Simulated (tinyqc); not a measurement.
Inside a calculation: two-dimensional electron gas with Rashba and Dresselhaus coupling. Values are carried at full precision from step to step, so a last printed digit may differ when a step is redone from the rounded ones.

H = c k^2/m + al (ky sx - kx sy) + b1 (kx sx - ky sy) + gam kx ky (kx sy - ky sx), s the Pauli matrices, x = [100], c = hbar^2/2m0, b1 = gam (pi/L)^2 (hard walls). H = c k^2/m + B.s, so E = c k^2/m -/+ |B| and the lower state has its spin along -B.

Constants: hbar^2/2m0 = 3.80998211 eV angstrom^2; hbar = 6.58211957e-16 eV s.

Inputs chosen for the exercise (of the size met in InSb; not measured data): m = 0.0141 m0 (mass); al = 0.5 eV angstrom (Rashba constant); gam = 0 eV angstrom^3 (bulk Dresselhaus constant); L = 216 angstrom (width of the (001) well); n = 8.6 1e11/cm^2 (sheet density (one subband filled)); phi = 75 degrees (angle of k from [100]).

## Scales

b1; mean Fermi wave vector k0 = sqrt(2 pi n) (1e11/cm^2 = 1e-5/angstrom^2); E0 = c k0^2/m; b3 = gam k0^2/4; kR = al m/(2c) and ER = al kR/2, the shift and depth of a pure Rashba band.

b1 = 0 eV angstrom
k0 = 0.023246 1/angstrom
E0 = 146.010 meV
b3 = 0 eV angstrom
kR = 0.0009252 1/angstrom
ER = 0.2313 meV

There is no Dresselhaus term; kR is 4.0 % of k0.

## Spin-orbit field at one point of the Fermi circle

k = k0 (cos phi, sin phi). Form B, the splitting 2|B| and the direction of the lower spin, atan2(-By, -Bx).

Bx, By (meV): 11.2267  -3.0082

splitting = 23.2455 meV
direction of the lower spin = 165.0 degrees

## The matrix

H = [[E0, Bx - i By], [Bx + i By, E0]] in meV; diagonalise. Precession period h/(2|B|) = 2 pi hbar/(splitting).

H (meV):
```
                   up             down
up           146.0098  11.2267+3.0082i
down  11.2267-3.0082i         146.0098
```

levels (meV): 134.3871  157.6326

period = 0.178 ps

## The two wave vectors at the energy E0 along this direction

Solve c k^2/m -/+ |B(k)| = E0. The spin turns by (k_outer - k_inner) per length, so a half turn takes pi/(difference).

k (1/angstrom): outer 0.024189, inner 0.022339

difference = 0.001850 1/angstrom
length of a half turn = 169.8 nm

For linear terms alone the difference is (m/c)|B|/k, whatever the energy: every electron along this direction turns alike, the basis of the spin transistor.

## Checks

- Difference of the Fermi wave vectors without Dresselhaus terms against al m/c: both 0.0018504.

Program tinyqc; command `OMP_NUM_THREADS=1 python tinyqc.py 1450382 1450383 out.jsonl`; about 0.01 s on one thread of a shared Intel(R) Xeon(R) Processor @ 2.30GHz.
